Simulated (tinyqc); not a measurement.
Inside a calculation. Model: graded p-n junction, non-linear Poisson equation by Newton steps.

tinyqc, about 0.04 s, one thread, Intel Xeon 2.30GHz (shared host): `OMP_NUM_THREADS=1 python tinyqc.py 2000067 2000068 out.jsonl` Printed values are rounded.

One dimension, p side on the left, n side on the right; net doping C = (Nd - Na)/2 + ((Nd + Na)/2) tanh(x/Lg). The potential psi is counted from the intrinsic level, and the quasi-Fermi potentials are flat: 0 for holes and -V for electrons, so n = ni exp((psi + V)/Vt) and p = ni exp(-psi/Vt) (Boltzmann statistics, full ionisation, no current).

Values chosen for this exercise; band and dielectric values those of a made-up semiconductor:
```
symbol,value,unit,meaning
T,350,K,temperature
Eg,1.52,eV,band gap
eps_r,12.7,,relative permittivity
Nc,9.87e17,cm^-3,conduction-band density of states at T
Nv,2.78e19,cm^-3,valence-band density of states at T
Na,6.4e15,cm^-3,acceptor density of the p side
Nd,2.7e17,cm^-3,donor density of the n side
V,0,V,bias of the p side against the n side
Lg,300,nm,grading length
```

Constants: q = 1.602176634e-19 C, kB = 1.380649e-23 J/K, Vt = kB T/q, eps0 = 8.8541878128e-14 F/cm where lengths are in cm. Results are converted to the units shown.

Range of the model: The donor density exceeds a fifth of the band density of states, where Boltzmann statistics begin to fail.

## Intrinsic density, end potentials and Debye lengths

ni = sqrt(Nc Nv) exp(-Eg/(2 Vt)), Eg in volts; psi_p = -Vt ln(Na/ni), psi_n = Vt ln(Nd/ni) - V; Debye length sqrt(eps0 eps_r Vt/(q N)).

ni = 5.96572e7 cm^-3
psi_p = -0.557699 V
psi_n = 0.670564 V
Debye length, p side = 57.5111 nm
Debye length, n side = 8.85441 nm

## Net doping on the mesh

x, node 0 to 14 (nm): -3460  -2730  -2100  -1570  -1120  -731  -401  -120  120  391  697  1040  1430  1870  2370

C = (Nd - Na)/2 + ((Nd + Na)/2) tanh(x/Lg), taken at the nodes.

net doping C, node 0 to 14 (cm^-3): -6.40000e15  -6.40000e15  -6.39977e15  -6.39213e15  -6.24204e15  -4.30218e15  1.14459e16  7.92911e16  1.84309e17  2.51008e17  2.67374e17  2.69731e17  2.69980e17  2.69999e17  2.70000e17

## Couplings between neighbouring nodes

a_i = eps0 eps_r/h_i for the interval from node i to i + 1, with h_i = x_(i+1) - x_i in cm.

coupling a_i, interval 0 to 13 (F/cm^2): 1.54039e-8  1.78489e-8  2.12166e-8  2.49885e-8  2.89070e-8  3.40752e-8  4.00171e-8  4.68534e-8  4.14938e-8  3.67478e-8  3.27837e-8  2.88329e-8  2.55564e-8  2.24896e-8

## Starting potential

A straight line in x from psi_p = -Vt ln(Na/ni) at the first node to psi_n = Vt ln(Nd/ni) - V at the last.

psi at the start, node 0 to 14 (V): -0.557699  -0.403903  -0.271175  -0.159514  -0.064708  0.017246  0.086770  0.145971  0.196535  0.253629  0.318097  0.390360  0.472525  0.565224  0.670564

## Iteration 1: densities, residual and Jacobian diagonal

n_i = ni exp((psi_i + V)/Vt), p_i = ni exp(-psi_i/Vt), rho_i = p_i - n_i + C_i, g_i = (n_i + p_i)/Vt. Box widths w_i = (h_(i-1) + h_i)/2 in cm. Residual F_i = a_i (psi_(i+1) - psi_i) - a_(i-1) (psi_i - psi_(i-1)) + q rho_i w_i; Jacobian: a_(i-1) and a_i beside the diagonal, b_i = -a_(i-1) - a_i - q g_i w_i on it. The two end nodes are fixed.

```
node   n (cm^-3)   p (cm^-3)
0       0.556090      6.4e15
1        91.1412  3.90491e13
2        7428.80  4.79079e11
3      3.01132e5  1.18187e10
4      6.98075e6   5.09828e8
5      1.05680e8   3.36768e7
6      1.05950e9   3.35911e6
7      7.54325e9   4.71809e5
8     4.03307e10     88244.8
9     2.67767e11     13291.3
10    2.27016e12     1567.72
11    2.49230e13     142.799
12    3.79950e14     9.36696
13    8.21364e15    0.433301
14        2.7e17   0.0131814
```

```
node  residual F (C/cm^2)  diagonal b (F/cm^2)
1             -6.93013e-8          -4.73583e-8
2             -5.94662e-8          -3.92132e-8
3             -5.01824e-8          -4.62082e-8
4             -4.19535e-8          -5.38956e-8
5             -2.47798e-8          -6.29822e-8
6              5.60235e-8          -7.40925e-8
7              3.30935e-7          -8.68716e-8
8              7.54480e-7          -8.83527e-8
9              1.16023e-6          -7.82826e-8
10             1.39008e-6          -6.99228e-8
11             1.58371e-6          -6.64689e-8
12             1.79258e-6          -1.38151e-7
13             1.97130e-6          -2.09875e-6
```

## Iteration 1: Newton step

Solve the tridiagonal system a_(i-1) d_(i-1) + b_i d_i + a_i d_(i+1) = -F_i for nodes 1 to 13, with d = 0 on fixed nodes. Each component d is damped to sign(d) Vt ln(1 + |d|/Vt) before it is added.

Newton step d, before damping, node 1 to 13 (V): 27.873  77.839  123.217  163.770  200.277  231.975  257.566  272.367  270.932  238.042  161.614  46.985  1.511
psi after iteration 1, node 0 to 14 (V): -0.557699  -0.197907  -0.034225  0.091284  0.194669  0.282692  0.356647  0.419004  0.471252  0.528187  0.588752  0.649338  0.694257  0.683877  0.670564

## Iteration 2: densities, residual and Jacobian diagonal

As before.

```
node   n (cm^-3)   p (cm^-3)
0       0.556090      6.4e15
1        84320.4  4.22078e10
2      1.91797e7   1.85560e8
3      1.23053e9   2.89222e6
4     3.79118e10     93875.2
5     7.01859e11     5070.79
6     8.14999e12     436.685
7     6.44255e13     55.2417
8     3.64248e14     9.77074
9     2.40561e15     1.47945
10    1.79194e16    0.198610
11    1.33573e17   0.0266444
12    5.92275e17  0.00600900
13    4.19815e17  0.00847749
14        2.7e17   0.0131814
```

```
node  residual F (C/cm^2)  diagonal b (F/cm^2)
1             -7.23469e-8          -3.32680e-8
2             -5.97293e-8          -3.90656e-8
3             -5.02619e-8          -4.62054e-8
4             -4.19928e-8          -5.39039e-8
5             -2.48083e-8          -6.31162e-8
6              5.59589e-8          -7.54150e-8
7              3.30618e-7          -9.57858e-8
8              7.52903e-7          -1.37785e-7
9              1.14897e-6          -4.46914e-7
10             1.29669e-6          -3.15846e-6
11             7.98822e-7          -2.60670e-5
12            -2.14451e-6          -1.30624e-4
13            -1.12818e-6          -1.04864e-4
```

## Iteration 2: Newton step

As before.

Newton step d, before damping, node 1 to 13 (V): -5.4409  -6.0878  -3.8169  0.1226  4.9808  9.8498  12.9230  10.9504  3.6249  0.4530  0.0312  -0.0164  -0.0108
psi after iteration 2, node 0 to 14 (V): -0.557699  -0.354763  -0.194452  -0.054951  0.243604  0.436899  0.531330  0.601855  0.649120  0.672878  0.672415  0.670757  0.681152  0.674673  0.670564

## Iteration 3: densities, residual and Jacobian diagonal

As before.

```
node   n (cm^-3)   p (cm^-3)
0       0.556090      6.4e15
1        464.838  7.65639e12
2        94552.3  3.76403e10
3      9.64730e6   3.68909e8
4     1.92048e11     18531.7
5     1.16609e14     30.5205
6     2.66976e15     1.33307
7     2.76691e16    0.128627
8     1.32612e17   0.0268376
9     2.91523e17   0.0122082
10    2.87086e17   0.0123969
11    2.71735e17   0.0130973
12    3.83554e17  0.00927894
13    3.09406e17   0.0115026
14        2.7e17   0.0131814
```

```
node  residual F (C/cm^2)  diagonal b (F/cm^2)
1             -6.99079e-8          -3.60185e-8
2             -5.93719e-8          -3.90772e-8
3             -4.56818e-8          -4.62052e-8
4             -4.38277e-8          -5.39383e-8
5             -2.78213e-8          -8.52512e-8
6              4.25604e-8          -5.07357e-7
7              2.14845e-7          -3.91575e-6
8              2.10397e-7          -1.80871e-5
9             -1.88274e-7          -4.47557e-5
10            -1.02525e-7          -4.95572e-5
11            -1.14118e-8          -5.29656e-5
12            -7.55624e-7          -8.46103e-5
13            -2.96671e-7          -7.72976e-5
```

## Iteration 3: Newton step

As before.

Newton step d, before damping, node 1 to 13 (V): -6.36400  -8.92568  -8.28725  -5.91711  -2.36086  -0.07039  0.05429  0.01176  -0.00420  -0.00207  -0.00022  -0.00893  -0.00384
psi after iteration 3, node 0 to 14 (V): -0.557699  -0.516322  -0.366173  -0.224441  0.084231  0.305008  0.495012  0.632909  0.659053  0.668948  0.670411  0.670537  0.673329  0.671058  0.670564

## Course of the Newton iteration

Stop when the largest undamped |d| is below 1e-9 V, or after 80 iterations.

Course of the iteration:
```
iteration  largest |F| (C/cm^2)  largest |d| (V)  at node
1                       1.97e-6              272        8
2                       2.14e-6             12.9        7
3                       7.56e-7             8.93        2
4                       1.73e-7             5.53        3
5                       6.82e-8             2.72        4
6                       5.07e-8             1.23        4
7                       4.04e-8             1.11        4
8                       3.67e-8            0.688        4
9                       2.09e-8            0.126        5
10                      4.33e-9           0.0686        5
11                      2.07e-9           0.0326        5
12                     6.62e-10           0.0104        5
13                     9.20e-11          1.44e-3        5
14                     2.09e-12          3.26e-5        5
15                     1.11e-15          1.72e-8        5
16                      < 1e-18          < 1e-10        5
```

Converged in 16 iterations. Once the step is below 0.1 Vt, 3 more iteration(s) reach the threshold: near the solution the error is roughly squared each time.

## Converged densities, field and charge

converged psi, node 0 to 14 (V): -0.557699  -0.557699  -0.557697  -0.557586  -0.552433  -0.346295  0.554810  0.633431  0.659016  0.668356  0.670268  0.670534  0.670562  0.670564  0.670564

n and p as above; field E_i = -(psi_(i+1) - psi_i)/h_i on each interval; charge on either side of the peak Q = eps0 eps_r |E|max (Gauss).

```
node   n (cm^-3)   p (cm^-3)
0       0.556090      6.4e15
1       0.556091  6.39999e15
2       0.556132  6.39952e15
3       0.558181  6.37603e15
4       0.662183  5.37461e15
5        615.509  5.78217e12
6     5.81539e15    0.611993
7     7.88245e16   0.0451507
8     1.84111e17   0.0193306
9     2.50940e17   0.0141826
10    2.67362e17   0.0133115
11    2.69729e17   0.0131946
12    2.69980e17   0.0131824
13    2.69999e17   0.0131815
14        2.7e17   0.0131814
```

field E, interval 0 to 13 (kV/cm): 0.0000  0.0000  -0.0021  -0.1145  -5.2992  -27.3062  -2.7979  -1.0661  -0.3446  -0.0625  -0.0078  -0.0007  0.0000  0.0000
peak |E| = 27.3062 kV/cm
charge Q = 30.7053 nC/cm^2

A mesh of more than 1000 nodes gives a peak field of 25.98 kV/cm; the 15-node value is 5.1 % above it.
